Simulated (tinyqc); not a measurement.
Grain growth, pinning, strength and diffusional creep of a polycrystal or thin film: one step, computed by the program tinyqc. Command: `OMP_NUM_THREADS=1 python tinyqc.py 3020745 3020746 out.jsonl grain walk`. One thread of a shared host (Intel(R) Xeon(R) Processor @ 2.30GHz), about 0.01 s of CPU time with the checks.

One mean grain size d describes the structure.

Question. Mobility and the sizes at which growth stops. M = M0 exp(-Q_m/(k_B T)). The driving pressure is 2 gamma/d. Zener pinning pressure 3 f gamma/(2 r) stops growth at d_Z = 4 r/(3 f). The limit is d_lim = d_Z.

Inputs (values chosen for the exercise, for a model solid): mobility prefactor M0 = 8.1e-05 m^4/(J s); activation energy of boundary motion Q_m = 0.842 eV; anneal temperature T = 319 K; particle volume fraction f = 0.00013; particle radius r = 16 nm.

Sample: bulk.

Constants: k_B = 8.617333262e-05 eV/K.

Give: mobility M; Zener size d_Z; limit d_lim.

Answer.

mobility M = 4.036e-18 m^4/(J s)

Zener size d_Z = 1.641e+05 nm

limit d_lim = 1.641e+05 nm
